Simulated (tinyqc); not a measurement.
Convergence with the plane-wave basis: k.p theory built from an empirical-pseudopotential calculation at Gamma.

Empirical pseudopotential on the fcc lattice, atoms at +/- tau, tau = a (1,1,1)/8, no spin-orbit coupling. H(G,G') = c (2 pi/a)^2 |k + G|^2 delta + VS(q) cos(q.tau) + i VA(q) sin(q.tau), q = G - G', c = hbar^2/2m0; k and G in units of 2 pi/a; VS at |q|^2 = 3, 8, 11 and VA at 3, 4, 11, in rydberg, zero elsewhere. The basis holds all G with |G|^2 up to a cut-off. Energies are counted from the fourth level at Gamma.

For a multiplet A of d_A states, W(B) = (4 c/(3 d_A)) sum over n in A, m in B and i = x, y, z of |<n|G_i|m>|^2 (G in 1/angstrom, <n|G_i|m> = sum_G c_n(G)* G_i c_m(G)); the mean inverse mass of A is 1 + sum_B W(B)/(E_A - E_B). Multiplets with W = 0 are left out.

Valence parameters: D(u) = c + 4 c^2 sum_m <n|u.G|m><m|u.G|n'>/(0 - E_m) on the valence triplet, in units of c, has eigenvalues L, M, M along [100] and (L + 2M + 2N)/3, (L + 2M - N)/3 twice along [111]; g1 = -(L + 2M)/3, g2 = -(L - M)/6, g3 = -N/6.

Constants: hbar^2/2m0 = 3.80998211 eV angstrom^2; Ry = 13.60569312 eV.

Values chosen for the exercise (out of a larger set: near those of Si; not measured data): a = 5.414 angstrom (lattice constant); VS = (-0.212, 0.041, 0.079) Ry (symmetric form factors); VA = (0, 0, 0) Ry (antisymmetric form factors).

E_s is the lowest empty singlet, Ep its W to the valence triplet, m its mass.

Results:
```
cut-off  plane waves  E_s (eV)  Ep (eV)  m (m0)    g1    g2    g3
8                 27     3.864    21.61  0.1522  4.46  0.42  1.56
11                51     3.944    21.48  0.1557  4.36  0.47  1.49
12                59     3.919    21.46  0.1551  4.51  0.44  1.53
16                65     3.919    21.46  0.1551  4.55  0.43  1.54
19                89     3.898    21.52  0.1540  4.52  0.45  1.53
20               113     3.866    21.57  0.1527  4.52  0.46  1.54
24               137     3.868    21.58  0.1527  4.52  0.46  1.54
```

What does the comparison show, and why?

Against the last row, E_s errs most, by +0.075 eV, at cut-off 11, and by -0.003 eV in the last row but one. Ep varies by 0.7 % over the table and m by 2.3 %: the mass, near E_s/Ep, inherits the errors of both. Local form factors fix the converged values only roughly. The gap is a difference of two levels, so it need not converge steadily, and here it does not.

Run: tinyqc, `OMP_NUM_THREADS=1 python tinyqc.py 1050489 1050490 out.jsonl`; Intel(R) Xeon(R) Processor @ 2.30GHz, one thread, shared host; about 3 s of CPU time with all checks.
